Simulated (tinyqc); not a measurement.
# Rigid-ion and shell models of the dielectric response of an ionic crystal, step by step

A worked calculation. Computed by tinyqc, a small Python program that keeps every step. Command: `OMP_NUM_THREADS=1 python tinyqc.py 3027634 3027635 out.jsonl shell walk`. One thread of a shared host (Intel(R) Xeon(R) Processor @ 2.30GHz), about 0.01 s of CPU time with the checks. Intermediate numbers are printed to about 7 digits and carried at full precision; extremes and crossings named in words are read from the listed rows.

Charges +Z and -Z; 6 nearest neighbours, Madelung constant M = 1.747565, volume per ion pair Omega = 2.000000 d^3. Energy per pair U = -M Z^2 e2/d + 6 A exp(-d/rho), e2 = e^2/(4 pi eps_0). In the shell model the anion is a core of charge Y - Z and a massless shell of charge -Y, joined by the spring k; the repulsion acts on the shell. Each ion feels the Lorentz field E + (4 pi/3) P (Gaussian units).

Inputs (values chosen for the exercise, for a model crystal):
```
quantity,value,unit
nearest-neighbour distance d,2.48,angstrom
ionic charge Z,1,e
hardness d/rho,12.4,-
cation mass,159,u
anion mass,19,u
shell charge size Y,3.28,e
core-shell spring k,120,eV/angstrom^2
cation polarisability alpha_+,0.57,angstrom^3
film thickness t,18,nm
```

Structure: rock salt.

Constants: e^2/(4 pi eps_0) = 14.39964548 eV angstrom; 1 eV/angstrom^3 = 160.2176634 GPa; nu for 1 eV/(angstrom^2 u) = 15.6333042 THz; 1 THz = 33.35640952 1/cm; eps_0 = 8.8541878128e-12 F/m; h x 1 THz = 4.135667696 meV.

## Equilibrium, bulk modulus and repulsive spring

Zero pressure fixes 6 A exp(-d/rho) = M Z^2 e2 rho/d^2. Then U = -(M Z^2 e2/d)(1 - rho/d), B = M Z^2 e2 (d/rho - 2)/(9 Omega d), and the spring of one sublattice against the other is R = (1/3) x (Laplacian of the repulsion summed over neighbours) = M Z^2 e2 (d/rho - 2)/(3 d^3), so R = 3 B Omega/d^2.

volume Omega = 30.50598 angstrom^3

lattice energy U = -9.328603 eV/pair

bulk modulus B = 61.58141 GPa

repulsive spring R = 5.719291 eV/angstrom^2

## Rigid ions

With C = 4 pi Z^2 e2/(3 Omega): mu lambda_TO = R - C, mu lambda_LO = R + 2 C; eps_inf = 1 and eps_s = lambda_LO/lambda_TO. lambda in eV/(angstrom^2 u) gives the wavenumber 15.6333042 x 33.35640952 x sqrt(lambda); mu is the reduced mass.

Coulomb spring C = 1.977222 eV/angstrom^2

omega_TO, rigid ions = 244.8616 1/cm

omega_LO, rigid ions = 393.6967 1/cm

eps_s, rigid ions = 2.585130

## Shell model: electronic response

Eliminating the shell gives the anion polarisability alpha_- = Y^2 e2/(k + R), the Szigeti charge Z_S = Z - Y R/(k + R) and the softened spring R' = k R/(k + R). With b = 4 pi (alpha_+ + alpha_-)/(3 Omega): eps_inf = (1 + 2b)/(1 - b) (Clausius-Mossotti); Born charge Z* = Z_S (eps_inf + 2)/3.

anion polarisability alpha_- = 1.232246 angstrom^3

Szigeti charge Z_S = 0.8507844 e

softened spring R' = 5.459106 eV/angstrom^2

b = 0.2474673

eps_inf = 1.986537

Born charge Z* = 1.130561 e

Overlap pushes the shell back and lowers the effective charge to 85 % of Z; the local field then raises the Born charge to 113 % of Z.

## Shell model: lattice response

mu lambda_TO = R' - (4 pi e2/(3 Omega)) Z_S^2/(1 - b); mu lambda_LO = mu lambda_TO + 4 pi e2 Z*^2/(eps_inf Omega); eps_s = eps_inf lambda_LO/lambda_TO.

mu lambda_TO = 3.557287 eV/angstrom^2

omega_TO = 238.7394 1/cm

omega_LO = 343.7247 1/cm

eps_s = 4.117844

share of R' left after the dipole term = 0.6516245

The dipole field cancels 35 % of the short-range spring.

## As a gate dielectric

Capacitance per area eps_0 eps_s/t; equivalent oxide thickness EOT = t x 3.9/eps_s; the surface optical mode against silicon (eps = 11.7) lies at omega_TO sqrt[(eps_s + 11.7)/(eps_inf + 11.7)], and its squared coupling to channel electrons scales as g = hbar omega_SO [1/(11.7 + eps_inf) - 1/(11.7 + eps_s)], with hbar omega = h c x wavenumber.

capacitance per area = 2.025565 fF/micrometre^2

equivalent oxide thickness = 17.04775 nm

surface optical mode = 256.6558 1/cm

remote-phonon coupling g = 0.3132726 meV

## From rigid to soft shells

The formulas are those given above.

Response against the core-shell spring:
```
k (eV/angstrom^2),eps_inf,Z_S,Z*,omega_TO (1/cm),omega_LO (1/cm),eps_s
96,2.209870,0.8155780,1.144493,238.5664,336.5223,4.397196
120,1.986537,0.8507844,1.130561,238.7394,343.7247,4.117844
160,1.781324,0.8868009,1.117760,238.8983,351.7552,3.861870
220,1.625407,0.9168911,1.108035,239.0190,359.0513,3.667841
310,1.511410,0.9405824,1.100924,239.1072,365.2216,3.526226
480,1.417095,0.9613784,1.095040,239.1801,370.9821,3.409219
960,1.334422,0.9805748,1.089883,239.2440,376.6141,3.306772
3600,1.275704,0.9947974,1.086221,239.2894,380.9988,3.234077
```

From the stiffest to the softest shell eps_inf rises from 1.28 to 2.21 and Z_S falls from 0.99 to 0.82; omega_LO moves by -12 % and omega_TO by -0.3 %. Screening by eps_inf cuts the LO frequency, which rigid ions overstate (rigid ions: 394 per cm); eps_s goes from 3.23 to 4.40.

Checks made by the program: TO spring by direct elimination of the shell from the 2 x 2 energy matrix (relative difference below 1e-10); Szigeti's relation mu lambda_TO (eps_s + 2)/(eps_inf + 2) = R' (relative difference below 1e-10).
